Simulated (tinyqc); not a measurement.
From one set of inputs to another, one input at a time: ion-assisted plasma etching: sheath, surface coverage, synergy and aspect-ratio dependence. Computed by tinyqc, a small Python program. Command: `OMP_NUM_THREADS=1 python tinyqc.py 3016646 3016647 out.jsonl etch ladder`. One thread of a shared host (Intel(R) Xeon(R) Processor @ 2.30GHz), about 0.01 s of CPU time with the checks.

Radicals adsorb on bare sites; ions remove covered sites with a high yield and bare sites by sputtering; a slow spontaneous reaction acts everywhere, walls included.

The inputs printed are set A. Set A is close to those used for silicon in a halogen plasma; the values taken over come from a set close to those used for silicon dioxide in a fluorocarbon plasma. Inputs not listed in the table keep their values of set A, so the rows need not describe a real material.

Inputs (values chosen for the exercise, close to those used for silicon in a halogen plasma): plasma density n_e = 3.5e+11 1/cm^3; electron temperature T_e = 3.9 eV; ion mass M_i = 80 u; sheath voltage V = 62 V; radical density n = 1.8e+14 1/cm^3; radical mass M_n = 80 u; gas temperature T_g = 600 K; sticking coefficient s = 0.11; radicals per removed unit x = 3; yield slope b = 0.38 eV^(-1/2); threshold E_th = 29 eV; sputter slope b_p = 0.01 eV^(-1/2); sputter threshold E_p = 27 eV; spontaneous reaction probability k_c = 0.00085; solid density N = 5e+22 1/cm^3; ion temperature T_i = 0.54 eV.

Feature: long trench.

Constants: e = 1.602176634e-19 C; u = 1.6605390666e-27 kg; k_B = 1.380649e-23 J/K; eps_0 = 8.8541878128e-12 F/m.

Method:
- Bohm speed u_B = sqrt(e T_e/M_i); ion flux G_i = 0.61 n_e u_B; radical flux G_n = n c/4 with c = sqrt(8 k_B T_g/(pi M_n)).
- Debye length lambda_D = sqrt(eps_0 T_e/(e n_s)) with n_s = 0.61 n_e, T_e in volts; Child-law sheath d = (sqrt2/3) lambda_D (2 V/T_e)^(3/4); ion energy E = V + T_e/2; angular spread = arctan(sqrt(T_i/E)).
- Yields: Y = b (sqrt(E) - sqrt(E_th)) on covered sites, Y_p = b_p (sqrt(E) - sqrt(E_p)) on bare ones (zero below threshold).
- Steady coverage: s G_n (1 - theta) = x Y G_i theta; removal flux = Y G_i theta + Y_p G_i (1 - theta) + k_c G_n; rate = flux/N, 1 cm/s = 6e8 nm/min.
- Lateral rate = k_c G_n/N; anisotropy = 1 - lateral/vertical; synergy = vertical/(ions alone + radicals alone), with ions alone Y_p G_i/N and radicals alone the lateral rate.

Each row keeps all changes above it:
```
input moved                              from       to  coverage theta  anisotropy  synergy
set A                                       -        -          0.5886      0.9476    10.32
spontaneous reaction probability k_c  0.00085  1.7e-05          0.5886      0.9989    20.80
ion mass M_i (u)                           80       69          0.5706      0.9989    20.23
sheath voltage V (V)                       62      290          0.2287      0.9994     9.28
plasma density n_e (1/cm^3)           3.5e+11    3e+10          0.7758      0.9980    27.64
yield slope b (eV^(-1/2))                0.38     0.12          0.9164      0.9945    10.34
radical density n (1/cm^3)            1.8e+14    3e+13          0.6462      0.9987     7.92
gas temperature T_g (K)                   600      500          0.6251      0.9988     7.70
```

Where does the difference come from?

Coverage theta goes from 0.589 to 0.625, a factor 1.06 in all. The largest single move comes from plasma density n_e (a factor 3.39), and sheath voltage V works against it (a factor 0.401). Anisotropy goes from 0.948 to 0.999, a factor 1.05 in all. The largest single move comes from spontaneous reaction probability k_c (a factor 1.05). Synergy goes from 10.3 to 7.70, a factor 0.746 in all. The largest single move comes from plasma density n_e (a factor 2.98), but it runs against the net change; the largest move in the direction of the net change is yield slope b (a factor 0.374). The single moves hold for this order of the switches; the total does not depend on the order.

Caution (rows plasma density n_e, yield slope b, radical density n, gas temperature T_g): a sheath of several millimetres is collisional at usual pressures, which lowers the ion energy and widens the angles.

Extremes, crossings and ranges named in words are read from the listed rows.
